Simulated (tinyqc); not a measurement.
Space-charge-limited current with shallow traps: two steps of the calculation.

One carrier type, drift only, an injecting contact at x = 0 (zero field) and thickness L. The share th = y/(1 + y), y = (Nc/Nt) exp(-Et/kB T), of the injected charge is free: J = q mu n F, eps0 eps_r dF/dx = q (n - n0)/th.

Parameters, values chosen for the exercise:

| symbol | value | unit | meaning |
|---|---|---|---|
| T | 350 | K | temperature |
| eps_r | 8.2 |  | relative permittivity |
| mu | 17 | cm^2/(V s) | mobility |
| L | 4200 | nm | thickness |
| Nc | 2e19 | cm^-3 | band density of states |
| Nt | 3e15 | cm^-3 | trap density |
| Et | 0.43 | eV | trap depth |
| n0 | 3.7e11 | cm^-3 | free carrier density in equilibrium |
| V | 7.3 | V | voltage |

Constants: q = 1.602176634e-19 C, kB = 1.380649e-23 J/K, Vt = kB T/q, eps0 = 8.8541878128e-14 F/cm where lengths are in cm. Results are converted to the units shown.

Task 1. Limits and characteristic voltages. Ohmic J = q n0 mu V/L; Mott-Gurney J = (9/8) th eps0 eps_r mu V^2/L^3; they cross at Vx = 8 q n0 L^2/(9 th eps0 eps_r); traps fill at V_TFL = q Nt L^2/(2 eps0 eps_r).

Wanted: th; ohmic J; Mott-Gurney J; Vx; V_TFL.

Result 1.

th = 0.004269
ohmic J = 0.01752 A/cm^2
Mott-Gurney J = 0.04264 A/cm^2
Vx = 2.999 V
V_TFL = 58.39 V

Task 2. The exact current. Exact: with u = n0/n(L), w = -u - ln(1 - u) and v = -u - u^2/2 - ln(1 - u), V = (q n0 L^2/(th eps0 eps_r)) v/w^2 and J = q^2 n0^2 mu L/(th eps0 eps_r w). v/w^2 falls steadily with u, so u follows by bisection.

Wanted: v/w^2; u; w; J; exit field over V/L.

Result 2.

v/w^2 = 2.1637
u = 0.44529
w = 0.14402
J = 0.056212 A/cm^2
exit field over V/L = 1.4290

J is 6.6 % below the plain sum of the two limits; the exit field lies between the ohmic 1 and the Mott-Gurney 1.5.

Range of the model: Diffusion and a field-dependent mobility are left out. With injecting contacts the diffusion current, about 4 pi^2 Vt th eps0 eps_r mu V/L^3, equals the Mott-Gurney current at V = 35 kB T/q (0.9 V at 300 K), so the drift-only result needs V well above that.

Program tinyqc, `OMP_NUM_THREADS=1 python tinyqc.py 2370091 2370092 out.jsonl`; Intel Xeon 2.30GHz, shared host, one thread, about 0.01 s.
